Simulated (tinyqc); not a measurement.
Two-band massive Dirac model of the K valleys: one step. Curvature, orbital moment and circular dichroism.

Basis (conduction, valence): H = [[D/2, a t (tau kx - i ky)], [a t (tau kx + i ky), -D/2 + lam tau sz]], valley tau = +/-1, spin sz = +/-1. The gap of a spin and valley is G = D - lam tau sz. Berry curvature Omega = curl of i<u|grad u>; for the conduction band Omega_c = -tau 2 a^2 t^2 G/(G^2 + 4 a^2 t^2 k^2)^(3/2), and Omega_v = -Omega_c.

Constants: hbar^2/2m0 = 3.80998211 eV angstrom^2.

Values chosen for the exercise (near those used for monolayer WSe2; shifted at random, so the results belong to these values and not to a real crystal):
```
symbol  value            unit        meaning
a       3.305            angstrom    lattice constant
D       1.7              eV          gap parameter
t       1.14             eV          effective hopping
lam     0.244            eV          half the valence spin splitting
tau     1                            valley
sz      -1                           spin
k       (-0.084, 0.073)  1/angstrom  wave vector from the valley
```

cos(theta) = G/(E+ - E-) = 0.918209

Task: Omega_c from the formula; orbital moment of both bands m = -tau (a t)^2 G/(c (G^2 + 4 a^2 t^2 k^2)) in Bohr magnetons (charge -e), c = hbar^2/2m0; interband strengths |P+/-|^2 proportional to (1 +/- tau cos(theta))^2 for P+/- = Px +/- i Py, and eta = (|P+|^2 - |P-|^2)/(|P+|^2 + |P-|^2) = 2 tau cos(theta)/(1 + cos^2(theta)).

Give: Omega_c; orbital moment; eta.

Result:

Omega_c = -5.816 angstrom^2
orbital moment = -1.616 muB
eta = 0.9964

All three change sign with the valley. The selection rule, exact at k = 0, still holds to 99.6 % here.

Program tinyqc; command `OMP_NUM_THREADS=1 python tinyqc.py 1482801 1482802 out.jsonl`; about 0.02 s on one thread of a shared Intel(R) Xeon(R) Processor @ 2.30GHz.
